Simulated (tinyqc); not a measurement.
Inside a calculation. Model: liquidus of a compound AB in a simple-solution melt, liquid-phase epitaxy and vapour pressures. Computed by tinyqc, a small Python program that keeps every step. Command: `OMP_NUM_THREADS=1 python tinyqc.py 3020141 3020142 out.jsonl liq35 walk`. One thread of a shared host (Intel(R) Xeon(R) Processor @ 2.30GHz), about 0.06 s of CPU time with the checks. Intermediate numbers are printed to about 6 digits and carried at full precision; extremes and crossings named in words are read from the listed rows.

x is the atom fraction of B in the melt. The melt is a simple solution: R T ln gamma_B = W (1 - x)^2, R T ln gamma_A = W x^2, W = a + b T. The solid AB is stoichiometric.

Inputs (values chosen for the exercise, for a model compound):
```
quantity,value,unit
melting point T_F,1808,K
entropy of fusion S_F,68.5,J/(mol K)
interaction a,13.1,kJ/mol
interaction slope b,-21.8,J/(mol K)
saturation temperature T,1345,K
step dT,3.3,K
cooling rate c,1.3,K/min
growth time t,2,min
diffusivity in the melt D,4.6e-05,cm^2/s
molar volume of the melt V_L,12.3,cm^3/mol
lattice constant a0,5.451,angstrom
melt depth w,5.8,mm
heat of evaporation of A,244,kJ/mol
entropy of evaporation of A,109,J/(mol K)
heat of evaporation of B as (1/2) B2,73.1,kJ/mol
entropy of evaporation of B as (1/2) B2,64.9,J/(mol K)
```

Growth programme: ramp cooling.

Constants: R = 8.314462618 J/(mol K); N_A = 6.02214076e+23 1/mol; k_B = 8.617333262e-05 eV/K.

## Solubility on the A-rich side

Liquidus (Vieland): f(x) = R T ln[4 x (1 - x)] + 2 W (1/2 - x)^2 + S_F (T_F - T) = 0. Newton steps with f' = (1 - 2x)[R T/(x (1 - x)) - 2 W], from the dilute estimate x = (1/4) exp[-(S_F (T_F - T) + W/2)/(R T)]; stop below 1e-13; f under 1e-6 shown as 0.

W = -16.221 kJ/mol

Newton steps:
```
step,x,f (J/mol),f' (J/mol)
1,0.0302852,6.08844e+02,388200
2,0.0287168,-1.56289e+01,408487
3,0.0287551,-9.97286e-03,407966
4,0.0287551,0,407966
```

solubility x = 0.0287551

The dilute estimate is 1.053 of the root. An ideal melt (W = 0) would dissolve x = 0.0149; the B-rich branch lies at 1 - x.

## Slope of the liquidus

dx/dT = -(df/dT)/f', df/dT = R ln[4 x (1 - x)] + 2 b (1/2 - x)^2 - S_F, f' = (1 - 2x)[R T/(x (1 - x)) - 2 W]. Concentrations: C_L = x N_A/V_L in the melt, C_S = 4/a0^3 in the solid; m = dT/dC_L.

dx/dT = 2.36310e-04 1/K

C_L = 1.40786e+21 1/cm^3

C_S = 2.46963e+22 1/cm^3

slope m = 8.64317e-20 K cm^3

apparent heat of solution k_B T^2 d ln x/dT = 1.28110 eV

## Layer thickness

Semi-infinite melt (Hsieh): step d = 2 dT sqrt(D t/pi)/(C_S m); ramp d = (4/3) c sqrt(D/pi) t^(3/2)/(C_S m); supercooling is their sum. A melt of depth w can give at most w (undercooling)/(C_S m).

thickness d = 0.680773 micrometre

largest thickness from this melt = 7.06475 micrometre

sqrt(D t)/w = 0.128098

The layer uses 10 % of what the melt could give.

## Three programmes

The formulas are those given above.

Thickness (micrometre):
```
t (min),step,ramp,supercooling,sqrt(D t) (mm)
0.2,0.40986,2.15279e-02,0.4314,0.23495
0.5,0.64804,8.50966e-02,0.7331,0.37148
1.0,0.91647,2.40690e-01,1.1572,0.52536
2.0,1.29609,6.80773e-01,1.9769,0.74297
5.0,2.04929,2.69099e+00,4.7403,1.17473
10.0,2.89814,7.61127e+00,10.5094,1.66132
20.0,4.09859,2.15279e+01,25.6265,2.34947
```

Step cooling goes as t^(1/2), ramp cooling as t^(3/2); they are equal at t = 3 dT/(2 c) = 3.81 min. The local exponent of their sum runs from 0.58 to 1.29. Rows with sqrt(D t) above about half the depth of 5.8 mm are overestimates. In the late ramp rows the undercooling is so large that the liquidus slope is not constant.

## Vapour pressures and congruent evaporation

Over the A-rich liquidus: p_A = gamma_A (1 - x) exp(S_A/R - H_A/(R T)), p_B2 = [gamma_B x exp(S_B/R - H_B/(R T))]^2, in bar. Free evaporation is congruent while the A flux over this liquidus is at least the B flux; with A and B2 taken as equal in mass for the estimate, T_c solves p_A = 2 p_B2.

log10 p_A = -3.79557

log10 p_B2 = -3.16887

congruent temperature T_c = 1151.32 K

T is above T_c: in vacuum B leaves faster and droplets of A form unless a B flux is supplied.

## The liquidus

The formulas are those given above.

Solubility; ideal: W = 0; dilute: (1/4) exp[-(S_F (T_F - T) + W/2)/(R T)]:
```
T (K),x,ideal,dilute,W (kJ/mol)
904,1.02515e-04,6.60641e-05,1.02523e-04,-6.6072
1049,1.12637e-03,6.44718e-04,1.12794e-03,-9.7682
1193,6.78205e-03,3.58935e-03,6.85518e-03,-12.9074
1338,2.71371e-02,1.40356e-02,2.84929e-02,-16.0684
1483,7.77157e-02,4.29419e-02,8.96323e-02,-19.2294
1627,1.72291e-01,1.12671e-01,2.28538e-01,-22.3686
1736,2.91032e-01,2.31004e-01,4.18611e-01,-24.7448
1790,3.95411e-01,3.59014e-01,5.49759e-01,-25.9220
```

x over the ideal value is 1.55 in the first row and 1.10 in the last, and lies between 1.10 and 1.93: W > 0 lowers the solubility and W < 0 raises it, by about exp(-W/(2 R T)) when dilute. The dilute form is within 5 % in 4 of the eight rows. Near T_F the liquidus closes as a parabola about x = 1/2.

Checks made by the program: x against bracketed root finding (relative difference below 1e-10).
